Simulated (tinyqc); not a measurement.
Four-point probe, van der Pauw, Hall and spreading-resistance readings of a semiconductor layer: one step, computed by the program tinyqc. Command: `OMP_NUM_THREADS=1 python tinyqc.py 3114157 3114158 out.jsonl probe walk`. One thread of a shared host (Intel(R) Xeon(R) Processor @ 2.30GHz), about 0.01 s of CPU time with the checks.

The layer is uniform and ohmic; contacts are points unless a radius is given.

Question. Hall reading. V_H = r_H I B/(e n t); apparent density n/r_H; Hall mobility r_H mu; Hall angle tan = r_H mu B (SI).

Inputs (values chosen for the exercise, modelled on n-type silicon): carrier density n = 3.2e+15 1/cm^3; drift mobility mu = 1250 cm^2/(V s); layer thickness t = 670 micrometre; current I = 0.2 mA; magnetic field B = 0.32 T; Hall factor r_H = 1.

Backing of the layer: insulating.

Constants: e = 1.602176634e-19 C.

Give: Hall voltage; apparent density; Hall mobility; tangent of the Hall angle.

Answer.

Hall voltage = 0.1863 mV

apparent density = 3.20e+15 1/cm^3

Hall mobility = 1250 cm^2/(V s)

tangent of the Hall angle = 0.04
